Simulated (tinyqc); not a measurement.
sp3s* tight binding with spin-orbit coupling, step by step. Values are carried at full precision from step to step, so a last printed digit may differ when a step is redone from the rounded ones.

sp3s* tight binding, nearest neighbours only: anion (a) at 0, cation (c) at a/4 (1,1,1), orbitals s, px, py, pz, s* on each; k in units of 2 pi/a. With phases e_j = exp(i (pi/2) k.n_j) for n = (1,1,1), (1,-1,-1), (-1,1,-1), (-1,-1,1): g0 = (e1+e2+e3+e4)/4, g1 = (e1+e2-e3-e4)/4, g2 = (e1-e2+e3-e4)/4, g3 = (e1-e2-e3+e4)/4. The diagonal holds the levels Esa, Epa, Exa (s*) and Esc, Epc, Exc. Anion-cation block: <sa|sc> = Vss g0; <sa|xc> = Vsapc g1; <xa|sc> = -Vscpa g1; <xa|xc> = Vxx g0; <xa|yc> = <ya|xc> = Vxy g3, <xa|zc> = <za|xc> = Vxy g2, <ya|zc> = <za|yc> = Vxy g1; <s*a|xc> = Vxapc g1; <xa|s*c> = -Vpaxc g1; y and z take g2 and g3 in place of g1; s-s* and s*-s* vanish.

Constants: hbar^2/2m0 = 3.80998211 eV angstrom^2.

Values chosen for the exercise (near a published set for Si, fitted to gaps, whose masses and valley positions are rough; spin-orbit coupling, where it is added without a refit, lifts the valence top and shrinks all gaps by about a third of the splitting; the results hold for these values, not for the real material):
```
symbol  value            unit      meaning
k       (0.1, 0.1, 0.1)  2 pi/a    wave vector
Esa     -4.172           eV        s level of the anion
Epa     1.71             eV        p level of the anion
Esc     -4.172           eV        s level of the cation
Epc     1.71             eV        p level of the cation
Exa     6.641            eV        s* level of the anion
Exc     6.641            eV        s* level of the cation
Vss     -8.27            eV        s-s
Vxx     1.709            eV        px-px
Vxy     4.539            eV        px-py
Vsapc   5.691            eV        s anion, p cation
Vscpa   5.691            eV        s cation, p anion
Vxapc   5.357            eV        s* anion, p cation
Vpaxc   5.357            eV        p anion, s* cation
Da      0.045            eV        atomic spin-orbit splitting, anion
Dc      0.045            eV        the same, cation
a       5.431            angstrom  lattice constant
```

## Phase sums

Form g0 to g3 at this k.

g0, g1, g2, g3: [0.96352-0.00383i, -0.02417+0.15261i, -0.02417+0.15261i, -0.02417+0.15261i]

## The Hamiltonian without spin-orbit coupling

Fill in the 10 x 10 matrix.

H(k) (eV):
```
                  sa               xa               ya               za              s*a               sc
sa           -4.1720                0                0                0                0  -7.9683+0.0317i
xa                 0           1.7100                0                0                0   0.1376-0.8685i
ya                 0                0           1.7100                0                0   0.1376-0.8685i
za                 0                0                0           1.7100                0   0.1376-0.8685i
s*a                0                0                0                0           6.6410                0
sc   -7.9683-0.0317i   0.1376+0.8685i   0.1376+0.8685i   0.1376+0.8685i                0          -4.1720
xc   -0.1376-0.8685i   1.6467+0.0065i  -0.1097-0.6927i  -0.1097-0.6927i  -0.1295-0.8175i                0
yc   -0.1376-0.8685i  -0.1097-0.6927i   1.6467+0.0065i  -0.1097-0.6927i  -0.1295-0.8175i                0
zc   -0.1376-0.8685i  -0.1097-0.6927i  -0.1097-0.6927i   1.6467+0.0065i  -0.1295-0.8175i                0
s*c                0   0.1295+0.8175i   0.1295+0.8175i   0.1295+0.8175i                0                0

                  xc               yc               zc             s*c
sa   -0.1376+0.8685i  -0.1376+0.8685i  -0.1376+0.8685i               0
xa    1.6467-0.0065i  -0.1097+0.6927i  -0.1097+0.6927i  0.1295-0.8175i
ya   -0.1097+0.6927i   1.6467-0.0065i  -0.1097+0.6927i  0.1295-0.8175i
za   -0.1097+0.6927i  -0.1097+0.6927i   1.6467-0.0065i  0.1295-0.8175i
s*a  -0.1295+0.8175i  -0.1295+0.8175i  -0.1295+0.8175i               0
sc                 0                0                0               0
xc            1.7100                0                0               0
yc                 0           1.7100                0               0
zc                 0                0           1.7100               0
s*c                0                0                0          6.6410
```

## Levels at this k

Diagonalise H, which belongs to k = (0.1, 0.1, 0.1) (2 pi/a). Four bands are filled (two electrons each); give the make-up of band 5, the lowest empty one.

levels (eV): [-12.2889, -0.9978, -0.1804, -0.1804, 3.1583, 3.6004, 3.6004, 4.2853, 6.9557, 7.2455]

weights of band 5: s 0.068, p 0.797, s* 0.135

weight of band 5 on atom a = 0.500

The vertical gap at this k is 3.3387 eV; band 5 is mostly p-like.

## Levels at Gamma

Spin-orbit coupling acts within the p shell of each atom as (D/3) L.sigma, D = Da or Dc: it puts four states at Ep + D/3 and two at Ep - 2D/3.

At k = 0 only g0 = 1 is left and H falls into 2 x 2 blocks [[E_a, V], [V, E_c]] with roots (E_a + E_c)/2 -/+ sqrt(((E_a - E_c)/2)^2 + V^2); the s* levels stay uncoupled. The direct gap runs from the highest lower root of the p blocks to the lowest upper root.

Blocks at Gamma (eV):
```
block               E_a      E_c        V  lower root  upper root
s (Gamma6)      -4.1720  -4.1720  -8.2700    -12.4420      4.0980
p 3/2 (Gamma8)   1.7250   1.7250   1.7090      0.0160      3.4340
p 1/2 (Gamma7)   1.6800   1.6800   1.7090     -0.0290      3.3890
```

direct gap at Gamma = 3.3730 eV

The lowest empty level at Gamma is p-like. The split-off band lies 0.0450 eV below the top, equal to the atomic value.

## Bands near the gap

Diagonalise at L = (1/2,1/2,1/2), X = (1,0,0), W = (1,1/2,0), K = (3/4,3/4,0) and at the fractions named between them; energies from the top of the valence band at Gamma; the matrix is 20 x 20 and 8 levels are filled.

Levels (eV):
```
k        level 3  level 5  level 7  level 8  level 9  level 10  level 11
L         -7.041   -1.445   -1.415   -1.415    2.462     2.462     2.468
L-G 0.5   -3.893   -0.839   -0.809   -0.809    2.351     2.351     3.958
G         -0.045    0.000    0.000    0.000    3.373     3.373     3.418
G-X 0.2   -0.960   -0.464   -0.442   -0.442    2.809     2.809     3.830
G-X 0.4   -2.834   -1.318   -1.304   -1.304    1.869     1.869     4.001
G-X 0.6   -4.815   -2.117   -2.109   -2.109    1.257     1.257     3.267
G-X 0.7   -5.755   -2.427   -2.421   -2.421    1.143     1.143     2.823
G-X 0.8   -6.640   -2.657   -2.653   -2.653    1.168     1.168     2.373
G-X 0.9   -7.468   -2.798   -2.796   -2.796    1.323     1.323     1.953
X         -8.237   -2.845   -2.845   -2.845    1.593     1.593     1.593
W         -8.232   -2.853   -2.838   -2.838    1.588     1.588     1.598
K         -7.760   -3.056   -2.431   -2.431    1.574     1.574     1.748
K-G 0.5   -4.558   -1.985   -0.888   -0.888    2.201     2.201     3.322
```

On these points the lowest empty level is lowest at G-X 0.7, 1.143 eV above the top.

## Valleys and masses

The lowest conduction level (mean of the pair) at Gamma, at its minimum on (x,0,0) for x from 0.5 to 1, and at the point L (L, and X where the search ends there, need not be minima in this model; a zero or negative inverse mass shows it). Inverse masses m0/m = (E(+h) + E(-h) - 2 E)/(2 c q^2) with c = hbar^2/2m0, q = h 2 pi/a, h = 0.002; longitudinal along the valley axis ([100] at Gamma and Delta, [111] at L), transverse along [010] or [1-10]. A dash: the next level lies within 0.15 eV, so a single mass has no use there.

Valleys:
```
valley  x (2 pi/a)  E - Ev (eV)  m0/m_l  m0/m_t
Gamma       0.0000       3.3730       -       -
Delta       0.7318       1.1365    1.35    0.61
L           0.5000       2.4615       -       -
```

Of these three the lowest is the Delta line, which makes the gap indirect, 1.1365 eV. At Delta m0/m_t is 0.61. This nearest-neighbour model is fitted to gaps: it places the Delta minimum and the masses at Delta and L only roughly (transverse masses can be several times too heavy), and since its bands are flat from X to W the transverse mass grows too heavy towards X; d orbitals or second neighbours cure this.

## Checks

- Direct gap at Gamma from the blocks against the full matrix: both 3.37300.

Program tinyqc; command `OMP_NUM_THREADS=1 python tinyqc.py 1451543 1451544 out.jsonl`; about 0.1 s on one thread of a shared Intel(R) Xeon(R) Processor @ 2.30GHz.
